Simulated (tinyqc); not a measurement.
Internal photoemission over an interface barrier: one step of the calculation.

Electrons are excited from a metal over the barrier Phi(F) = P0 - sqrt(q F/(4 pi eps0 ei)), whose top lies at xm = sqrt(q/(16 pi eps0 ei F)). The yield is Y = A (hv - Phi)^p exp(-xm/l), with A = 1 here.

Problem. Barrier in the field. Lowering P0 - Phi, barrier, position of its top, scattering factor and threshold wavelength.

Values chosen for this exercise; dielectric values close to those of silicon nitride: barrier at zero field P0 = 1.86 eV; image-force permittivity ei = 4.48; scattering length in the image well l = 1.3 nm; field in the dielectric F = 1.6 MV/cm.

Constants: q = 1.602176634e-19 C, h = 6.62607015e-34 J s, c = 299792458 m/s, eps0 = 8.8541878128e-14 F/cm where lengths are in cm. Results are converted to the units shown.

Find: lowering; Phi; xm; exp(-xm/l); threshold wavelength h c/(q Phi).

Solution.

lowering = 226.8 meV
Phi = 1.633 eV
xm = 0.7087 nm
exp(-xm/l) = 0.5798
threshold wavelength h c/(q Phi) = 759.1 nm

Computed by the program tinyqc: `OMP_NUM_THREADS=1 python tinyqc.py 2410028 2410029 out.jsonl`, one thread of a shared Intel Xeon 2.30GHz, about 0.01 s for the whole run.
